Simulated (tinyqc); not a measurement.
Microkinetic model of low-temperature epitaxy from hydride gases: adsorption, hydrogen desorption and rate control: one step, computed by the program tinyqc. Command: `OMP_NUM_THREADS=1 python tinyqc.py 3029638 3029639 out.jsonl hepi walk`. One thread of a shared host (Intel(R) Xeon(R) Processor @ 2.30GHz), about 0.01 s of CPU time with the checks.

Each hydride molecule needs two free sites and leaves four hydrogen atoms, of which two leave at once as H2; theta is the hydrogen coverage, the site density is 6.78 per nm^2 and one layer is 1.358 angstrom thick.

Task: Rate constants. Flux per site F = p/(sqrt(2 pi M k_B T) x 6.78e18 per m^2), M = 32.12 u (silane), 76.63 u (germane), 2.016 u (hydrogen); s = s0 exp(-E_s/(k_B T)); k_S = s F_S, k_G = r_G s F_G; germanium fraction x = k_G/(k_S + k_G); k = k_S + k_G; k_H = s_H F_H; k_d = nu_d exp(-(E_d - dE x)/(k_B T)). Temperatures in kelvin are T(C) + 273.15.

Inputs (values chosen for the exercise, close to those used for silane and germane on Si(001)): silane pressure p_S = 1.6 Pa; sticking prefactor of silane s0 = 0.085; adsorption barrier E_s = 0.22 eV; desorption prefactor nu_d = 2e+12 1/s; desorption energy on silicon E_d = 1.98 eV; hydrogen carrier pressure p_H = 0 Pa; sticking of hydrogen s_H = 2.4e-07; temperature T = 570 C; germane pressure p_G = 0.022 Pa; sticking ratio of germane to silane r_G = 2.3; lowering of E_d per unit germanium fraction, dE = 0.42 eV.

Film: silicon-germanium. Order of hydrogen desorption: first.

Constants: k_B = 8.617333262e-05 eV/K; u = 1.6605390666e-27 kg; k_B = 1.380649e-23 J/K.

Give: k; germanium fraction x; k_H; k_d.

Result:

k = 15.867 1/s

germanium fraction x = 0.020064

k_H = 0 1/s

k_d = 3.2833 1/s
